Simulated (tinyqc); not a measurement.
Kinetic Monte Carlo and master equation for a particle on a ring of sites with traps and bias: one step, computed by the program tinyqc. Command: `OMP_NUM_THREADS=1 python tinyqc.py 3007065 3007066 out.jsonl kmc walk`. One thread of a shared host (Intel(R) Xeon(R) Processor @ 2.30GHz), about 0.08 s of CPU time with the checks.

7 sites on a ring, numbered 1 to 7. The saddle between i and i+1 lies at E0 + s b_i and site i at s eps_i; a force F tilts the landscape, with the saddle half-way.

Task: Rate table. Rates: k(i to i+1) = nu exp(-(E0 + s b_i - s eps_i - F a/2)/(k_B T)), k(i to i-1) = nu exp(-(E0 + s b_(i-1) - s eps_i + F a/2)/(k_B T)). Share right = k right/(k right + k left); mean stay = 1/(k right + k left).

Inputs (values chosen for the exercise, for a model defect):

| quantity | value | unit |
|---|---|---|
| reference barrier E0 | 0.81 | eV |
| scale factor s of the disorder | 1 | - |
| attempt frequency nu | 10 | THz |
| temperature T | 660 | K |
| site spacing a | 2.4 | angstrom |
| force F along the ring | 0.038 | eV/angstrom |

Disorder: site traps.

site energies eps_i (eV): -0.097  -0.16  -0.11  0  0  -0.1  -0.17

saddle shifts b_i between sites i and i+1 (eV): 0  0  0  0  0  0  0

Constants: k_B = 8.617333262e-05 eV/K.

Give: Rates, shares of right hops and mean stays.

Result:

Rates, shares of right hops and mean stays:

| site | k right (1/s) | k left (1/s) | share right | mean stay (s) |
|---|---|---|---|---|
| 1 | 2.644e+06 | 5.320e+05 | 0.8325 | 3.148e-07 |
| 2 | 8.735e+05 | 1.757e+05 | 0.8325 | 9.531e-07 |
| 3 | 2.104e+06 | 4.233e+05 | 0.8325 | 3.957e-07 |
| 4 | 1.456e+07 | 2.928e+06 | 0.8325 | 5.720e-08 |
| 5 | 1.456e+07 | 2.928e+06 | 0.8325 | 5.720e-08 |
| 6 | 2.509e+06 | 5.047e+05 | 0.8325 | 3.319e-07 |
| 7 | 7.326e+05 | 1.474e+05 | 0.8325 | 1.136e-06 |

The particle stays longest on site 7, 19.9 times as long as on the quickest site.
